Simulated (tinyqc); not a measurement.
# Nanowire ballistic transistor, top-of-the-barrier model: effects of single changes

At the top of the source barrier, states moving towards the drain are filled by the source (Fermi level 0) and states moving back by the drain (Fermi level -q Vd); nothing scatters. U is the shift of the band edge there, set by the capacitances CG, CD and CS (the total) and by the charge. Parabolic one-dimensional subband; the source is grounded.

Parameters, values chosen for the exercise; mass and valleys close to those of germanium:
- T = 250 K (temperature)
- m = 0.115 m0 (effective mass)
- gv = 4 (valley degeneracy)
- eox = 3.9 (relative permittivity of the gate insulator)
- tox = 2 nm (insulator thickness)
- d = 2 nm (wire diameter)
- aG = 0.83 (gate control CG/CS)
- aD = 0.107 (drain control CD/CS)
- E0 = 0.19 eV (band edge at the barrier top above the source Fermi level at zero bias)
- Vd = 0.2 V (drain voltage)

Constants: q = 1.602176634e-19 C, kB = 1.380649e-23 J/K, hbar = 1.054571817e-34 J s, h = 6.62607015e-34 J s, m0 = 9.1093837015e-31 kg, Vt = kB T/q, eps0 = 8.8541878128e-14 F/cm where lengths are in cm. Results are converted to the units shown.

Each table varies one quantity; the others keep the values above.

## Effect of the insulator thickness

N0 = gv sqrt(2 m kB T/pi)/hbar, CG = 2 pi eps0 eox/ln(1 + 2 tox/d), CS = CG/aG, n0 = n at U = 0 and Vd = 0. eta1 = -(E0 + U)/Vt, eta2 = eta1 - Vd/Vt, n = (N0/2)[F_(-1/2)(eta1) + F_(-1/2)(eta2)], F_(-1/2)(x) = (1/sqrt(pi)) int_0^infinity u^(-1/2)/(1 + exp(u - x)) du. U = UL + q (n - n0)/CS with UL = -(aG Vg + aD Vd), energies in eV. I = gv (2 q^2/h) Vt [ln(1 + exp eta1) - ln(1 + exp eta2)]. CQ = (q/Vt) dn/d(eta1). E0 is held fixed.

In this table Vg = 0.5 V, Vd = 0.5 V.

Effect of the insulator thickness:
```
tox (nm)    eta1  n (cm^-1)  I (uA)  mean velocity I/(q n) (cm/s)   CQ/CS
0.5        4.853    7.001e6   32.45                       2.893e7  0.9088
0.74       3.597    5.922e6   24.20                       2.550e7   1.482
1.1        2.592    4.897e6   17.79                       2.267e7   2.331
1.6        1.878    4.065e6   13.49                       2.071e7   3.320
2.4        1.300    3.340e6   10.29                       1.923e7   4.455
3.6       0.8628    2.780e6   8.111                       1.821e7   5.538
5.4       0.5210    2.350e6   6.591                       1.751e7   6.507
8         0.2537    2.028e6   5.529                       1.701e7   7.323
```

What does the table show?

As tox goes from 0.5 to 8 nm, n falls from 7.00e6 to 2.03e6 cm^-1, the mean velocity falls from 2.89e7 to 1.70e7 cm/s and the current falls from 32.5 to 5.53 uA. CQ/CS goes from 0.91 to 7.3. Over the range the current goes as tox^(-0.64) on average. For tox = 0.5 to 0.74 nm the insulator is under 1 nm thick, where gate tunnelling would matter.

## Effect of the band edge at the barrier top above the source Fermi level at zero bias

Same model as above.

CQ = (q/Vt) dn/d(eta1).

In this table Vg = 0.5 V, Vd = 0.5 V.

Effect of the band edge at the barrier top above the source Fermi level at zero bias:
```
E0 (eV)      eta1  n (cm^-1)  I (uA)  mean velocity I/(q n) (cm/s)   CQ/CS
0.1        2.4538   4.7427e6  16.934                      2.2286e7  3.5265
0.15       1.9230   4.1203e6  13.750                      2.0830e7  3.7966
0.2        1.4454   3.5256e6  11.064                      1.9586e7  3.9703
0.25      0.98118   2.9311e6  8.6767                      1.8476e7  4.0066
0.3       0.51178   2.3387e6  6.5528                      1.7488e7  3.8460
0.35     0.013653   1.7555e6  4.6737                      1.6617e7  3.4329
0.4      -0.55266   1.1941e6  3.0347                      1.5862e7  2.7359
0.45      -1.2657   6.7970e5  1.6589                      1.5233e7  1.7879
```

As E0 goes from 0.1 to 0.45 eV, n falls from 4.74e6 to 6.80e5 cm^-1, the mean velocity falls from 2.23e7 to 1.52e7 cm/s and the current falls from 16.9 to 1.66 uA. CQ/CS goes from 3.5 to 1.8.

## Transfer curve

Same model as above.

CQ = (q/Vt) dn/d(eta1).

Transfer curve:
```
Vg (V)      eta1  n (cm^-1)     I (uA)  mean velocity I/(q n) (cm/s)      CQ/CS
0        -7.8270     1147.3  0.0026620                      1.4481e7  0.0035850
0.09     -4.4592      33028   0.076808                      1.4515e7    0.10240
0.17     -2.1994   2.9611e5    0.70198                      1.4796e7    0.85970
0.26    -0.83076   9.6762e5     2.4145                      1.5574e7     2.3580
0.35    0.049504   1.7954e6     4.7947                      1.6668e7     3.4712
0.44     0.77754   2.6718e6     7.7147                      1.8022e7     3.9659
0.52      1.3937   3.4608e6     10.783                      1.9447e7     3.9855
0.61      2.1061   4.3423e6     14.823                      2.1307e7     3.7156
0.7       2.8738   5.2060e6     19.544                      2.3431e7     3.3147
```

Read the table: what changes, and by how much?

The current rises from 0.00266 to 19.5 uA. Between the first two rows the swing is 61.6 mV a decade, against Vt ln 10/aG = 59.8. CQ/CS goes from 0.0036 to 3.3, so a volt on the gate moves the band edge by 0.83 eV in the first row and 0.19 eV in the last: the gate charge is limited by the insulator. The mean velocity rises from 1.45e7 to 2.34e7 cm/s.

Computed by the program tinyqc: `OMP_NUM_THREADS=1 python tinyqc.py 2400139 2400140 out.jsonl`, one thread of a shared Intel Xeon 2.30GHz, about 0.04 s for the whole run.
